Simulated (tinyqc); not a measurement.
Single-oscillator infrared dielectric function of a polar cubic crystal. From one set of inputs to another, one input at a time. Computed by tinyqc, a small Python program. Command: `OMP_NUM_THREADS=1 python tinyqc.py 3002476 3002477 out.jsonl infrared ladder`. One thread of a shared host (Intel(R) Xeon(R) Processor @ 2.30GHz), about 0.01 s of CPU time with the checks.

One ion pair, charges +Z* and -Z*, in a cell of volume Omega = a^3/4. Frequencies omega are given as wavenumbers (1/cm); eps_s is the static dielectric constant.

The inputs printed are set A. Inputs not listed in the table keep their values of set A, so the rows need not describe a real material.

Inputs (values chosen for the exercise, for a model crystal):
```
quantity                         value      unit
lattice constant a                4.19  angstrom
mass M_A                           104         u
mass M_B                          23.3         u
omega_TO                           320      1/cm
Born charge Z*                    1.12         e
eps_inf                           6.89         -
phonon damping gamma                12      1/cm
probe frequency / omega_TO        1.57         -
eps_m of the surrounding medium   2.25         -
```

Structure: rock salt. Free carriers: absent.

Constants: nu for 1 eV/(angstrom^2 u) = 15.6333042 THz; 1 THz = 33.35640952 1/cm; e^2/(4 pi eps_0) = 14.39964548 eV angstrom.

Method:
- mu = M_A M_B/(M_A + M_B); ionic plasma term W^2 = 4 pi Z*^2 (e^2/(4 pi eps_0))/(Omega mu) in eV/(angstrom^2 u), turned into 1/cm by W = 15.6333042 x 33.35640952 x sqrt(W^2); omega_LO^2 = omega_TO^2 + W^2/eps_inf; eps_s = eps_inf + W^2/omega_TO^2; Szigeti charge 3 Z*/(eps_inf + 2); longitudinal (Callen) charge Z*/eps_inf.
- eps(omega) = eps_inf + W^2/(omega_TO^2 - omega^2 - i gamma omega); n + i k = sqrt(eps) with k >= 0; R = |(n + i k - 1)/(n + i k + 1)|^2 at normal incidence from vacuum.
- omega is the probe ratio times omega_TO. Intensity decays over 1/(4 pi omega k); the loss function is Im(-1/eps).
- Without damping, eps(omega) = -x eps_m gives omega^2 = omega_TO^2 (eps_s + x eps_m)/(eps_inf + x eps_m): x = 1 for a flat surface at large wave vector, x = 2 for the dipole mode of a small sphere. The reflectivity R for light from vacuum (not from the medium eps_m) vanishes where eps = 1, omega^2 = omega_TO^2 (eps_s - 1)/(eps_inf - 1).

Each row keeps all changes above it:
```
input moved                      from     to  Szigeti charge (e)  surface mode (1/cm)  reflectivity R
set A                               -      -              0.3780                348.8       1.683e-01
eps_inf                          6.89   2.26              0.7887                376.2       5.569e-04
mass M_A (u)                      104  22.99              0.7887                408.3       7.321e-02
omega_TO (1/cm)                   320    163              0.7887                301.5       9.201e-01
mass M_B (u)                     23.3  35.45              0.7887                282.7       9.049e-01
phonon damping gamma (1/cm)        12    5.7              0.7887                282.7       9.536e-01
lattice constant a (angstrom)    4.19   5.64              0.7887                220.1       7.555e-01
eps_m of the surrounding medium  2.25    2.1              0.7887                221.8       7.555e-01
```

Szigeti charge goes from 0.378 to 0.789, a factor 2.09 in all. The largest single move comes from eps_inf (a factor 2.09). Surface mode goes from 349 to 222, a factor 0.636 in all. The largest single move comes from omega_TO (a factor 0.738), and mass M_A works against it (a factor 1.09). Reflectivity R goes from 0.168 to 0.756, a factor 4.49 in all. The largest single move comes from eps_inf (a factor 0.00331), but it runs against the net change; the largest move in the direction of the net change is mass M_A (a factor 131). The single moves hold for this order of the switches; the total does not depend on the order.

Extremes, crossings and ranges named in words are read from the listed rows.
